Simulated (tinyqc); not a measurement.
# From binding energy under strain back to coupling Delta_1

Model: valley-orbit splitting of a donor ground state, with strain. Computed by tinyqc, a small Python program. Command: `OMP_NUM_THREADS=1 python tinyqc.py 3015633 3015634 out.jsonl valleyorbit inv`. One thread of a shared host (Intel(R) Xeon(R) Processor @ 2.30GHz), about 0.01 s of CPU time with the checks.

The basis is the 1s envelope in each valley; energies are counted from the unstrained conduction-band edge. The strain is e_s (a a^T - 1/3) for the unit stress axis a, so valley j along n_j moves by Xi_u e_s w_j with w_j = (n_j.a)^2 - 1/3: +1/3 for [111] and [-1-11], -1/3 for the others.

Inputs (values chosen for the exercise, modelled on donors in germanium):
```
quantity                             value  unit
single-valley binding energy E_0      10.2   meV
central-cell shift Lambda             0.38   meV
shear deformation potential Xi_u      16.6    eV
shear strain e_s                  -9.9e-05     -
```

Valleys: four along <111>. Stress axis: [110].

Method:
- H_jj = -(E_0 + Lambda) + Xi_u e_s w_j; H_jk = -Delta_1 between any two valleys.
- Diagonalise H; the ground vector has positive components. The density at the nucleus, and so the contact hyperfine coupling, scales as (sum_j c_j)^2/(number of valleys), which is 1 without strain; the envelopes are held fixed.
- The binding energy is counted from the lowest valley edge, min_j Xi_u e_s w_j; the gap is from the ground state to the next level.

Task: A run gave the result below. Find the coupling Delta_1, known to lie between 0.58 and 1.6 meV.

binding energy under strain = 13.04936 meV

Result:

Each step takes the trial c = (a f_b - b f_a)/(f_b - f_a), f being the result less the target and a, b, c the logarithms of the listed values; c replaces end b, the old b replaces a if the sign of f changed, and otherwise f_a is halved.

Scan of the range:
```
coupling Delta_1 (meV)  binding energy under strain (meV)
0.580                                             11.8950
0.687                                             12.1984
0.813                                             12.5610
0.963                                             12.9976
1.140                                             13.5171
1.350                                             14.1372
1.600                                             14.8787
```

False position (Illinois rule, in the logarithm of the input) inside the bracket:
```
step    end a    end b     trial  binding energy under strain (meV)
1     0.96300  1.14000  0.979330                            13.0454
2     1.14000  0.97933  0.980595                            13.0491
3     1.14000  0.98059  0.980788                            13.0496
4     0.98059  0.98079  0.980700                            13.0494
5     0.98079  0.98070  0.980700                            13.0494
```

Binding energy under strain rises at every point of a 13-point scan of the range (every second point is shown), so one value fits; it is bracketed by 0.963 and 1.14. Answer: coupling Delta_1 = 0.9807 meV.
